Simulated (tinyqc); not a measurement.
Epitaxial growth on a vicinal surface: Burton-Cabrera-Frank step flow, step-edge barrier and island nucleation. Changing the miscut angle. Computed by tinyqc, a small Python program. Command: `OMP_NUM_THREADS=1 python tinyqc.py 3026476 3026477 out.jsonl stepflow sweep`. One thread of a shared host (Intel(R) Xeon(R) Processor @ 2.30GHz), about 0.02 s of CPU time with the checks.

Adatoms land at rate F, hop on a square grid (a simplification for hexagonal faces), desorb, or join steps. Lengths are in units of a and n is the adatom coverage. Steps ascend at x = 0 and descend at x = l.

Inputs (values chosen for the exercise, close to those used for Ge(001)):
```
quantity,value,unit
site spacing a,4,angstrom
step height h,1.41,angstrom
diffusion barrier E_d,0.622,eV
desorption energy E_a,2.61,eV
adatom formation energy E_f,1.08,eV
step-edge barrier E_s,0,eV
attempt frequency nu,1,THz
deposition rate F,4.8,layers/s
temperature T,530,C
critical nucleus size i,1,-
```

Constants: k_B = 8.617333262e-05 eV/K.

Method:
- D = nu exp(-E_d/(k_B T)) (a^2/s, nu counted per direction); tau = exp(E_a/(k_B T))/nu; x_s = sqrt(D tau); n_eq = exp(-E_f/(k_B T)); terrace width l = h/(a tan(miscut)); Schwoebel length l_s = exp(E_s/(k_B T)) - 1.
- Temperatures in kelvin are T(C) + 273.15.
- D n'' - n/tau + F = 0 with n(0) = n_eq and -l_s n'(l) = n(l) - n_eq. With u = n - F tau, A = n_eq - F tau, y = l/x_s, s = l_s/x_s: u = A cosh(x/x_s) + B sinh(x/x_s), B = A (1 - cosh y - s sinh y)/(sinh y + s cosh y). Flux into the ascending step J+ = D B/x_s, over the descending one J- = -(D/x_s)(A sinh y + B cosh y); step velocity J+ + J-; growth rate (J+ + J-)/l. For small y: J+ + J- = (F - n_eq/tau) l, J-/J+ = l/(l + 2 l_s).
- The coverage peaks where n' = 0, tanh(x/x_s) = -B/A.
- Island density on a flat surface without desorption: N = 0.25 (F/D)^(i/(i+2)) exp(E_i/((i+2) k_B T)) per site, with E_i = 0 for i = 1; spacing l_n = N^(-1/2). Step flow needs an effective width l_eff = 2 x(peak) below l_n.

One run for each value:
```
miscut angle (degrees),ratio l_eff/l_n,growth rate (layers/s),peak coverage,terrace width l (a)
0.03,1.9552e+01,4.8000,2.1755e-03,6.7323e+02
0.062,9.4604e+00,4.8000,5.0949e-04,3.2575e+02
0.13,4.5119e+00,4.8000,1.1601e-04,1.5536e+02
0.26,2.2559e+00,4.8000,2.9129e-05,7.7679e+01
0.55,1.0664e+00,4.8000,6.6389e-06,3.6720e+01
1.1,5.3316e-01,4.8000,1.7847e-06,1.8358e+01
2.3,2.5488e-01,4.8000,5.3680e-07,8.7765e+00
4.8,1.2191e-01,4.8000,2.5168e-07,4.1978e+00
10,5.8058e-02,4.8000,1.8628e-07,1.9991e+00
```

What does the table show, and why?

Over the rows, ratio l_eff/l_n falls from 19.6 to 0.0581 (exponent d ln y / d ln x about -1.0 throughout); growth rate (layers/s) does not change; peak coverage falls from 0.00218 to 1.86e-7 (exponent d ln y / d ln x -2.0 between the first rows and -0.41 between the last). The exponent of ratio l_eff/l_n stays between -1.01 and -1.00, near -1: terraces narrow as the miscut grows. The exponent of growth rate stays at 0: the steps stand close against x_s, so their spacing does not matter. At the low end the exponent of peak coverage is -2.00, close to -2: the excess coverage scales as F l^2/D.

Caution (rows 0.0300, 0.0620, 0.130, 0.260): twice the distance from the ascending step to the coverage peak exceeds the expected island spacing [0.25 (F/D)^(i/(i+2)) exp(E_i/((i+2) k_B T))]^(-1/2) by 40 % or more, so islands nucleate and the step-flow values are formal. Caution (all rows): the prefactor 0.25 and the criterion are estimates, good to a factor of about two in length. Caution (rows 2.30, 4.80, 10.0): terraces under ten sites wide are at the edge of a continuum description.

Extremes, crossings and ranges named in words are read from the listed rows.
